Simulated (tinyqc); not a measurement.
# Off-state leakage of single and stacked transistors: two studies

n-channel devices of unit width. Subthreshold current I(Vg, Vs, Vd) = I0 (T/300 K)^0.5 exp[(Vg - Vs - VT(T) - gb (Vs - Vb) + dd (Vd - Vs))/(nf Vt)] (1 - exp(-(Vd - Vs)/Vt)), VT(T) = VT - cT (T - 300 K). Gate-edge tunnelling Ig (Vd/1 V) exp(ag (Vd - 1 V)), for a gate at 0 V, and band-to-band leakage Ab u exp(-Bb/u), u = Vd - Vb + 1 V, flow at a drain held at V; both are taken as independent of T. In a stack of off transistors (all gates at 0 V) the same subthreshold current passes through each.

Values chosen for this exercise; values of the order met in bulk silicon logic transistors: temperature T = 330 K; supply voltage V = 1.2 V; threshold at 300 K, zero drain and body bias VT = 0.39 V; fall of the threshold with temperature cT = 0.8 mV/K; current at threshold at 300 K I0 = 0.39 uA/um; slope factor nf = 1.55; drain-induced lowering per volt dd = 0.09; rise of the threshold per volt of source-body bias gb = 0.17; gate-edge tunnelling current at 1 V Ig = 2e-6 uA/um; exponential slope of the gate current ag = 4.1 1/V; prefactor of band-to-band leakage at the drain Ab = 7 uA/(um V); its exponential voltage Bb = 26 V; body voltage Vb = 0 V.

Constants: q = 1.602176634e-19 C, kB = 1.380649e-23 J/K, Vt = kB T/q. Results are converted to the units shown.

Each table varies one quantity; the others keep the values above.

## Subthreshold current against the height of the stack

All n gates at 0 V, bottom source at 0 V, top drain at V; node voltages follow from equal currents.

Subthreshold current against the height of the stack:
columns A: n; B: I (nA/um); C: reduction factor; D: drain voltage of the bottom device (mV); E: source voltage of the top device (mV); F: voltage across the top device (V)
```
A         B       C       D       E       F
1    1.1741  1.0000  1200.0       0  1.2000
2   0.11301  10.390  81.887  81.887  1.1181
3  0.059987  19.573  23.626  104.04  1.0960
4  0.041042  28.607  14.224  117.32  1.0827
5  0.031252  37.569  10.230  126.85  1.0731
6  0.025256  46.488  8.0028  134.30  1.0657
```

The second transistor cuts the current by a factor of 10.4, the third by a further 1.88 and the sixth by 1.24. The top device keeps 88.8 % of the supply at n = 6, while the drain voltage of the bottom one falls to 0.281 Vt.

## Leakage components against the body voltage

Same model as above.

One transistor with Vg = Vs = 0, Vd = V; stack factor I(one)/I(two in series).

The same in every row: gate edge (nA/um) = 0.005449; stack factor = 10.39.

Leakage components against the body voltage:
```
Vb (V)  subthreshold (nA/um)  band-to-band (nA/um)  total (nA/um)  largest part
0.2                    2.539               0.03164          2.576  subthreshold
0                      1.174                0.1135          1.293  subthreshold
-0.2                  0.5429                0.3315         0.8798  subthreshold
-0.4                  0.2510                0.8263          1.083  band-to-band
-0.6                  0.1161                 1.818          1.939  band-to-band
-0.8                 0.05367                 3.617          3.676  band-to-band
-1                   0.02481                 6.631          6.662  band-to-band
-1.2                 0.01147                 11.36          11.38  band-to-band
-1.4                0.005305                 18.40          18.41  band-to-band
```

As Vb goes from 0.2 to -1.4, the total leakage goes from 2.58 through a minimum of 0.880 (at Vb = -0.2 among the rows listed) to 18.4 nA/um. The subthreshold part leads at Vb = 0.2, the band-to-band part from -0.4 on. The exact minimum lies at Vb = -0.231 V: reverse body bias lowers the subthreshold part by a decade every nf Vt ln 10/gb = 0.597 V but raises the band-to-band part. The reduction by a stack of two stays at 10.4, for the subthreshold part alone. For Vb = 0.2 the body is forward biased; the junction current, left out, is still small at this voltage.

Program tinyqc, `OMP_NUM_THREADS=1 python tinyqc.py 2242083 2242084 out.jsonl`; Intel Xeon 2.30GHz, shared host, one thread, about 0.04 s.
